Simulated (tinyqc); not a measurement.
Inside a calculation. Method: Hubbard ring of 6 sites. Computed by tinyqc, a small Python program that keeps every step. Settings: hopping = 1.89, U = 9.0, mixing = 0.5, iteration cap = 81. Command: `OMP_NUM_THREADS=1 python tinyqc.py 27147 27148 out.jsonl` (the two numbers bound the seeds that draw the settings). One thread of a shared host (Intel(R) Xeon(R) Processor @ 2.60GHz), about 0.2 s of CPU time with the checks. Later iterations appear only in the table of the cycle.

## Mean-field iteration 1

one-body matrix (hopping and site energies) (eV), order 1, 2, 3, 4, 5, 6:
$$\begin{pmatrix}
0.000000 & -1.890000 & 0.000000 & 0.000000 & 0.000000 & -1.890000 \\
-1.890000 & 0.000000 & -1.890000 & 0.000000 & 0.000000 & 0.000000 \\
0.000000 & -1.890000 & 0.000000 & -1.890000 & 0.000000 & 0.000000 \\
0.000000 & 0.000000 & -1.890000 & 0.000000 & -1.890000 & 0.000000 \\
0.000000 & 0.000000 & 0.000000 & -1.890000 & 0.000000 & -1.890000 \\
-1.890000 & 0.000000 & 0.000000 & 0.000000 & -1.890000 & 0.000000
\end{pmatrix}$$

U = 9.000000 eV

electrons, up and down: [2, 2]

mixing = 0.500000

n(up) at the start (a guess, not normalised): 1 0.783000, 2 0.000000, 3 0.783000, 4 0.000000, 5 0.783000, 6 0.000000

n(down) at the start (a guess): 1 0.000000, 2 0.783000, 3 0.000000, 4 0.783000, 5 0.000000, 6 0.783000

H(up) = T + U n(down), H(down) = T + U n(up); fill the lowest levels; n(new) = n + mixing (n(out) - n); E = tr T (rho up + rho down) + U sum n_up n_down of the output.

levels, up (eV): [-1.644038, -0.474894, -0.474894, 7.521894, 7.521894, 8.691038]

levels, down (eV): [-1.644038, -0.474894, -0.474894, 7.521894, 7.521894, 8.691038]

energy = -4.824193 eV

n(up) after iteration 1: 1 0.531654, 2 0.041359, 3 0.766809, 4 0.026512, 5 0.766807, 6 0.041359

n(down) after iteration 1: 1 0.027109, 2 0.808514, 3 0.038129, 4 0.541108, 5 0.043992, 6 0.715649

The highest filled level is degenerate with an empty one, so which vector is filled is an arbitrary choice.

## Mean-field iteration 2

As before.

levels, up (eV): [-1.552377, -0.334556, -0.136799, 5.867776, 7.264269, 8.462187]

levels, down (eV): [-1.553976, -0.335857, -0.135412, 5.813094, 7.408912, 8.373739]

energy = -4.634643 eV

n(up) after iteration 2: 1 0.703837, 2 0.047745, 3 0.624716, 4 0.093449, 5 0.555299, 6 0.062204

n(down) after iteration 2: 1 0.096173, 2 0.605392, 3 0.052292, 4 0.719211, 5 0.055223, 6 0.558959

## Convergence

Each step fills the lowest levels of T + U n(other spin) and sets n(new) = n + mixing (n(out) - n); stop when output and input agree to 1e-8.

Course of the cycle:
```
iteration       E (eV)  largest |n(out) - n(in)|  mean |n_up - n_down|
1          -4.82419274                  5.03e-01              0.521027
2          -4.63464318                  4.23e-01              0.468096
3          -4.94080165                  4.86e-01              0.445112
4          -5.01293309                  3.63e-01              0.407649
5          -5.48886409                  3.58e-01              0.383896
6          -6.05519991                  2.38e-01              0.368027
7          -6.46357319                  1.42e-01              0.375818
8          -6.70950201                  1.20e-01              0.412747
9          -6.88063358                  1.28e-01              0.432990
10         -6.99521812                  1.14e-01              0.446041
11         -7.07007964                  9.84e-02              0.452588
...                ...                       ...                   ...
71         -7.22534091                  1.95e-03              0.471101
72         -7.22539914                  1.94e-03              0.471368
73         -7.22545714                  1.94e-03              0.471632
74         -7.22551490                  1.94e-03              0.471893
75         -7.22557238                  1.94e-03              0.472152
76         -7.22562958                  1.93e-03              0.472407
77         -7.22568648                  1.93e-03              0.472660
78         -7.22574305                  1.92e-03              0.472909
79         -7.22579929                  1.92e-03              0.473156
80         -7.22585516                  1.92e-03              0.473399
81         -7.22591066                  1.91e-03              0.473639
```

Not converged within 81 iterations: the residual has stopped falling. The lowest mean-field energy found from random starts is -6.81939 eV. Reruns (cap 100 unless said): mixing 0.2: not converged; mixing 0.9: not converged; the original settings with a cap of 400: not converged.

## Exact diagonalisation (225 states)

Lowest levels of the sector, and the double occupancy of the lowest state.

lowest levels (eV): [-8.631893, -8.075570, -8.075570, -7.808258, -7.358074, -7.358074]

double occupancy per site = 0.026105

## The lowest level by Lanczos steps

From a random start vector (not printed): a_j = <q_j|H|q_j>, b_j = norm of the remainder after orthogonalising; the Ritz value is the lowest eigenvalue of the tridiagonal matrix of a and b so far.

Lanczos:
```
j   a_j (eV)  b_j (eV)  lowest Ritz value (eV)
1   2.841137  7.950209              2.84113748
2   5.262269  7.851882             -3.99014340
3   9.069378  8.079847             -5.98943211
4   5.734933  8.176259             -6.91391717
5   6.129393  7.235656             -7.62247351
6   9.010360  7.609059             -7.93900220
7   8.253227  7.648855             -8.05768692
8   7.853249  7.066310             -8.10809679
9   5.461577  8.291928             -8.13209684
10  6.428363  9.268205             -8.15667852
```
